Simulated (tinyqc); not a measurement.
Inside a calculation. Model: bandgap voltage reference from two bipolar transistors.

Numbers from tinyqc (`OMP_NUM_THREADS=1 python tinyqc.py 2062161 2062162 out.jsonl`; about 0.02 s on one thread of a shared Intel Xeon 2.30GHz). Printed values are rounded.

Two transistors of area 1 and N carry the same current I. Is(T) = Is (T/T0)^eta exp[(Vg0 q/kB)(1/T0 - 1/T)], VBE1 = Vt ln(I/Is(T)) + I rb, VBE2 = Vt ln(I/(N Is(T))) + I rb/N. The amplifier forces I R1(T) = VBE1 - VBE2 + Vos, with R(T) = R (1 + tc (T - T0)) for both resistors, and the output is Vref = VBE1 + I R2(T). Base currents and the Early effect are neglected.

Values chosen for this exercise; values of the order met in silicon bipolar transistors:
- T0 = 298 K (reference temperature)
- Vg0 = 1.183 V (band-gap voltage extrapolated to 0 K)
- eta = 3.1 (temperature exponent of the saturation current)
- Is = 1.5e-18 A (saturation current of the unit transistor at T0)
- N = 10 (area ratio of the second transistor)
- R1 = 4 kohm (resistor across which the difference of VBE falls, at T0)
- tc = 400 ppm/K (temperature coefficient of both resistors)
- Vos = 0 mV (offset of the amplifier)
- rb = 0 ohm (series resistance of the unit transistor)
- R2 = 32.55 kohm (output resistor at T0)
- T = 273 K (temperature)

Constants: q = 1.602176634e-19 C, kB = 1.380649e-23 J/K. Results are converted to the units shown.

## Operating point at the reference temperature

Vt = kB T/q; I = (Vt ln N + Vos)/(R1(T) - rb (1 - 1/N)). Evaluate at T = T0.

Vt = 0.0256797 V
I = 14.7824 uA
Is(T) = 1.5e-18 A
VBE1 = 0.768309 V
I R2 = 0.481167 V
Vref = 1.24948 V

## Operating point at another temperature

Vt = kB T/q; I = (Vt ln N + Vos)/(R1(T) - rb (1 - 1/N)).

Vt = 0.0235253 V
I = 13.6791 uA
Is(T) = 1.68264e-20 A
VBE1 = 0.807664 V
I R2 = 0.440801 V
Vref = 1.24846 V

From T0 to T, VBE1 changes by 39.4 mV and I R2 by -40.4 mV, which leaves -1.01 mV in Vref.

## Resistor for zero slope at T0, ideal case

With tc = 0, Vos = 0 and rb = 0 the current is proportional to T, dVBE/dT = (VBE - Vg0 - (eta - 1) Vt)/T, and Vref has zero slope at T0 when Vref = Vg0 + (eta - 1) Vt0. Find VBE1, its slope, that Vref, R2/R1 and the curvature d2Vref/dT2 = -(eta - 1) kB/(q T0).

VBE1 = 0.768309 V
dVBE/dT = -1.57254 mV/K
Vref = 1.23693 V
R2/R1 = 7.92527
curvature = -0.607262 uV/K^2
